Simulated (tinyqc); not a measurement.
Specific resistance of a metal-semiconductor contact and its transmission-line measurement: one step, computed by the program tinyqc.

The barrier is parabolic (depletion approximation), energies E are normal energies counted from the band edge in the neutral semiconductor (downwards for holes), and the bias is zero. xi is an input, held fixed when other inputs move.

Problem. Transmission and supply. WKB transmission for E < E_b, with a = E/E_b: D = exp{-(E_b/E_00) [sqrt(1 - a) - a ln((1 + sqrt(1 - a))/sqrt(a))]}; D = 1 above. f = 1/(1 + exp((E - xi)/k_B T)).

Inputs (values chosen for the exercise, modelled on n-type In0.53Ga0.47As): Fermi level above the band edge in the bulk, xi = 0.069 eV; temperature T = 400 K.

Image-force lowering: included.

barrier used, above the bulk band edge = 0.1537122 eV

E_00 = 31.49560 meV

Constants: k_B = 8.617333262e-05 eV/K.

Give: E, D, f and D f at E/E_b = 0.05, 0.15, 0.3, 0.45, 0.6, 0.75, 0.9, 0.98.

Solution.

E, D, f and D f at E/E_b = 0.05, 0.15, 0.3, 0.45, 0.6, 0.75, 0.9, 0.98:

| E/E_b | E (eV) | D | f | D f |
|---|---|---|---|---|
| 0.05 | 0.00769 | 0.01462 | 0.85555 | 0.01251 |
| 0.15 | 0.02306 | 0.03591 | 0.79132 | 0.02841 |
| 0.30 | 0.04611 | 0.09909 | 0.66015 | 0.06541 |
| 0.45 | 0.06917 | 0.21782 | 0.49876 | 0.10864 |
| 0.60 | 0.09223 | 0.40509 | 0.33763 | 0.13677 |
| 0.75 | 0.11528 | 0.65078 | 0.20706 | 0.13475 |
| 0.90 | 0.13834 | 0.90029 | 0.11798 | 0.10622 |
| 0.98 | 0.15064 | 0.99080 | 0.08561 | 0.08483 |
